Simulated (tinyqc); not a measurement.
Programming of a floating-gate cell by Fowler-Nordheim tunnelling: one step of the calculation.

Per tunnel area the floating gate has Ctun = 3.9 eps0/tox to the channel (0 V) and Ccg to the control gate, Ct = Ctun/(1 - ag), no other coupling. With the threshold shift U = -Q/Ccg the field is F = ag (Vg - U)/tox, and dU/dt = J/Ccg. Fowler-Nordheim: J = A F^2 exp(-B/F), A = q^2/(16 pi^2 hbar mo phi) (times 1e14 for A/cm^2 with F in V/nm, emitter mass m0), B = (4/3) sqrt(mo/C) phi^1.5, C = hbar^2/(2 m0).

Question. Constants of the cell. A, B, Ccg = ag Ct, the starting field and current, K = A B ag/(Ccg tox), and the knee time t0 = exp(B/F(0))/K.

Values chosen for this exercise; oxide values close to those of silicon dioxide: tunnel barrier phi = 3.01 eV; tunnelling mass mo = 0.5 m0; tunnel oxide thickness tox = 8.2 nm; coupling ratio Ccg/Ct ag = 0.71; tunnel area ar = 4100 nm^2; threshold shift at the start Vt0 = -2.9 V; control-gate voltage Vg = 9.5 V.

Constants: q = 1.602176634e-19 C, hbar = 1.054571817e-34 J s, m0 = 9.1093837015e-31 kg, eps0 = 8.8541878128e-14 F/cm where lengths are in cm, hbar^2/(2 m0) = 0.0380998212 eV nm^2. Results are converted to the units shown.

Give: A; B; Ccg; F(0); J(0); K; t0; electrons for 1 V of shift.

Answer.

A = 1.024e8 A cm^-2 (V/nm)^-2
B = 25.22 V/nm
Ccg = 1.031 uF/cm^2
F(0) = 1.074 V/nm
J(0) = 0.007397 A/cm^2
K = 2.170e14 1/s
t0 = 73.56 us
electrons for 1 V of shift = 263.8

Range of the model: Programming fields of 10 MV/cm and more wear the oxide; trapping and the channel potential are ignored.

tinyqc, about 0.01 s, one thread, Intel Xeon 2.30GHz (shared host): `OMP_NUM_THREADS=1 python tinyqc.py 2130109 2130110 out.jsonl`
